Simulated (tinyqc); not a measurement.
Changing the salt concentration c: a particle near a wafer in liquid: double-layer and van der Waals forces (DLVO), deposition barrier and removal. Computed by tinyqc, a small Python program. Command: `OMP_NUM_THREADS=1 python tinyqc.py 3112346 3112347 out.jsonl dlvo sweep`. One thread of a shared host (Intel(R) Xeon(R) Processor @ 2.30GHz), about 0.01 s of CPU time with the checks.

Sphere and flat wall, Derjaguin approximation, constant potentials in the linear-superposition form, no retardation and no hydration force.

Inputs (values chosen for the exercise, of the order of those for silica on copper in water): particle radius R = 92 nm; Hamaker constant A = 2.9e-20 J; potential of the particle psi_1 = -21 mV; potential of the wafer psi_2 = -49 mV; valence z of the symmetric salt = 1; temperature T = 343 K; dielectric constant of the liquid = 63.7.

Constants: e = 1.602176634e-19 C; N_A = 6.02214076e+23 1/mol; eps_0 = 8.8541878128e-12 F/m; k_B = 1.380649e-23 J/K; k_B = 8.617333262e-05 eV/K.

Method:
- kappa^2 = 2 z^2 e^2 N_A (1000 c)/(eps eps_0 k_B T); gamma_i = tanh(z e psi_i/(4 k_B T)); Z = 64 pi eps eps_0 (k_B T/(z e))^2 gamma_1 gamma_2.
- U(h) = Z R exp(-kappa h) - A R/(6 h); F(h) = -dU/dh = kappa Z R exp(-kappa h) - A R/(6 h^2), positive for repulsion.
- F = 0 reads x^2 exp(-x) = y with x = kappa h and y = A kappa/(6 Z); the left side peaks at x = 2 with 4/e^2 = 0.5413, so roots exist for smaller y: x < 2 is the barrier, x > 2 the secondary minimum.

One run for each value; columns: (1) salt concentration c (mol/L); (2) barrier height (k_B T); (3) energy at the secondary minimum (k_B T); (4) Debye length (nm); (5) position of the barrier (nm):
```
(1)          (2)      (3)     (4)     (5)
1.00e-05  110.06   -0.097  92.946  8.4887
3.00e-05  103.12   -0.179  53.663  6.5498
1.00e-04   93.16   -0.355  29.392  4.9621
3.00e-04   81.38   -0.670  16.970  3.8855
1.00e-03   64.80   -1.360   9.295  3.0163
3.00e-03   45.74   -2.641   5.366  2.4478
1.00e-02   20.26   -5.632   2.939  2.0407
3.00e-02   -6.10  -11.882   1.697  1.9418
```

Over the rows, barrier height (k_B T) falls from 110 to -6.10; energy at the secondary minimum (k_B T) falls from -0.0965 to -11.9 (exponent d ln y / d ln x 0.56 between the first rows and 0.68 between the last); Debye length (nm) falls from 92.9 to 1.70 (exponent d ln y / d ln x about -0.50 throughout).  Left out: 0.100, 0.300, 1.00 (a listed quantity is not defined there).

Caution (rows 1.00e-5, 3.00e-5): kappa R is not large, so the Derjaguin approximation is only rough at gaps of the order of the Debye length.

Extremes, crossings and ranges named in words are read from the listed rows.
